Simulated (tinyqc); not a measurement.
# Lossy on-chip transmission line with skin effect: effects of single changes

A uniform line in a homogeneous dielectric: c = sqrt(er)/(c0 Z0), l = Z0 sqrt(er)/c0 (c0 = 299792458 m/s), g = w c td, w = 2 pi f. The resistance joins its limits as r = sqrt(r_dc^2 + r_hf^2), with r_dc = rho/(wd th), r_hf = kr rho/(2 delta (wd + th)), delta = sqrt(rho/(pi f mu0)), mu0 = 4 pi 1e-7 H/m; this is an interpolation, and internal inductance, up to 0.05 nH/mm at low frequency, is neglected.

Inputs (values chosen for the exercise):

| symbol | value | unit | meaning |
|---|---|---|---|
| wd | 2.3 | um | width of the strip |
| th | 2 | um | thickness of the strip |
| rho | 2.9 | uohm cm | resistivity |
| er | 3.5 |  | relative permittivity |
| td | 0.002 |  | loss tangent |
| Z0 | 75 | ohm | lossless impedance sqrt(l/c) |
| kr | 2 |  | factor for crowding and the return path |
| len | 4.9 | mm | length |
| Rg | 25 | ohm | source resistance |
| RL | 100 | ohm | load resistance |
| CL | 300 | fF | load capacitance |
| f | 3.1 | GHz | frequency |

Each table varies one quantity; the others keep the values above.

## Line properties against frequency

gamma = sqrt((r + i w l)(g + i w c)) = alpha + i beta, Zc = sqrt((r + i w l)/(g + i w c)), roots with positive real part; loss 8.685889638 alpha in dB; phase velocity w/beta. ZL = 1/(1/RL + i w CL); reflection (ZL - Zc)/(ZL + Zc); Zin = Zc (ZL + Zc tanh(gamma len))/(Zc + ZL tanh(gamma len)); H = V_load/V_source = [Zin/(Zin + Rg)]/[cosh(gamma len) + (Zc/ZL) sinh(gamma len)].

Line properties against frequency:
```
f (GHz)  r (ohm/mm)  r/(w l)  loss (dB/mm)  |Zc| (ohm)  phase velocity over c0  length in wavelengths  |H| (dB)
0.01          6.309    214.5       0.03523        1099                 0.05154               0.003171    -3.858
0.03          6.319    71.63       0.06078       634.8                 0.08878               0.005523    -3.860
0.09          6.348    23.99        0.1041       367.5                  0.1513               0.009722    -3.868
0.3           6.450    7.311        0.1827       203.7                  0.2614                0.01876    -3.889
0.8           6.686    2.842        0.2737       130.2                  0.3776                0.03463    -3.913
2             7.220    1.228        0.3686       94.37                  0.4705                0.06947    -3.860
7             9.115   0.4428        0.5183       78.43                  0.5225                 0.2190    -5.753
20            12.79   0.2175        0.7432       75.87                  0.5315                 0.6151    -9.935
60            20.28   0.1149         1.193       75.25                  0.5337                  1.838    -21.83
```

What does the table show?

r equals w l at 2.53 GHz: below it |Zc| and the delay grow as in an RC line, above it |Zc| tends to Z0 = 75 ohm and the velocity to 1/sqrt(er) = 0.535 c0. The loss goes as f^(0.50) between the first two rows and f^(0.43) between the last two. |H| is -3.86 dB in the first row and -21.8 dB in the last; between rows it can pass through resonances that the table doesn't show.

## Effect of the width of the strip

Same model as above.

Z0 is held fixed by scaling the dielectric height.

Effect of the width of the strip:
```
wd (um)  r (ohm/mm)  r/(w l)  loss (dB/mm)  |Zc| (ohm)  phase velocity over c0  length in wavelengths  |H| (dB)
0.57         26.474   2.9040        1.0759      131.44                 0.37490                0.13515   -8.7860
0.91         17.199   1.8866       0.79676      109.59                 0.42717                0.11861   -6.6585
1.4          11.746   1.2885       0.59424      95.783                 0.46626                0.10867   -5.1384
2.2          7.9724  0.87453       0.42899      86.444                 0.49558                0.10224   -3.9172
3.5          5.3755  0.58966       0.30056      80.809                 0.51438               0.098504   -2.9704
5.6          3.5845  0.39320       0.20488      77.744                 0.52493               0.096524   -2.2545
8.8          2.3995  0.26322       0.13884      76.267                 0.53010               0.095583   -1.7473
14           1.5681  0.17202      0.091533      75.549                 0.53262               0.095131   -1.3736
```

As wd goes from 0.57 to 14, the loss falls from 1.08 to 0.0915 dB/mm, |Zc| falls from 131 to 75.5 ohm and |H| goes from -8.79 to -1.37 dB, with its highest value among the rows, -1.37 dB, at wd = 14.

Program tinyqc, `OMP_NUM_THREADS=1 python tinyqc.py 2810125 2810126 out.jsonl`; Intel Xeon 2.30GHz, shared host, one thread, about 0.01 s.
